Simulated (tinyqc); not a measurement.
Position of the support ring: thermal and gravitational stress in a wafer during furnace and rapid thermal processing, and the onset of slip. Computed by tinyqc, a small Python program. Command: `OMP_NUM_THREADS=1 python tinyqc.py 3025185 3025186 out.jsonl slip walk`. One thread of a shared host (Intel(R) Xeon(R) Processor @ 2.30GHz), about 0.01 s of CPU time with the checks.

A thin free disc in plane stress, isotropic; T(r) = T_centre + dT (r/R)^n with n = 2. Stress is positive in tension; sigma_SB = 5.670374419e-8 W/(m^2 K^4), g = 9.80665 m/s^2.

Inputs (values chosen for the exercise, modelled on silicon):

| quantity | value | unit |
|---|---|---|
| wafer radius R | 150 | mm |
| thickness t | 775 | micrometre |
| Poisson ratio nu | 0.23 | - |
| density rho | 2330 | kg/m^3 |

Method. Own weight q = rho g t on a ring of radius b R, x = r/R: moments of an edge-supported plate, M_r = q R^2 (3 + nu)(1 - x^2)/16 and M_t = q R^2 [(3 + nu) - (1 + 3 nu) x^2]/16, less the uniform moment inside the ring load, q R^2 [(1 - nu)(1 - b^2) - 2 (1 + nu) ln b]/8; stress at the lower face = 6 M/t^2.

Stress at the lower face (MPa):

| b | centre | radial at ring | hoop at ring | largest in size |
|---|---|---|---|---|
| 0.40 | -0.63976 | -0.76832 | -0.70703 | 0.76832 |
| 0.50 | -0.33217 | -0.53305 | -0.43727 | 0.53305 |
| 0.60 | -0.06688 | -0.35615 | -0.21823 | 0.35615 |
| 0.65 | 0.05503 | -0.28446 | -0.12260 | 0.28446 |
| 0.70 | 0.17159 | -0.22213 | -0.03441 | 0.22213 |
| 0.75 | 0.28380 | -0.16817 | 0.04732 | 0.28380 |
| 0.80 | 0.39248 | -0.12176 | 0.12342 | 0.39248 |
| 0.90 | 0.60177 | -0.04907 | 0.26123 | 0.60177 |
| 1.00 | 0.80351 | 0.00000 | 0.38310 | 0.80351 |

What follows from these numbers?

Among these rows the largest stress is least, 0.222 MPa, for a ring at 0.7 R, 3.6 times below edge support: the overhang balances the sag of the centre. All values scale as R^2/t.

Extremes, crossings and ranges named in words are read from the listed rows.
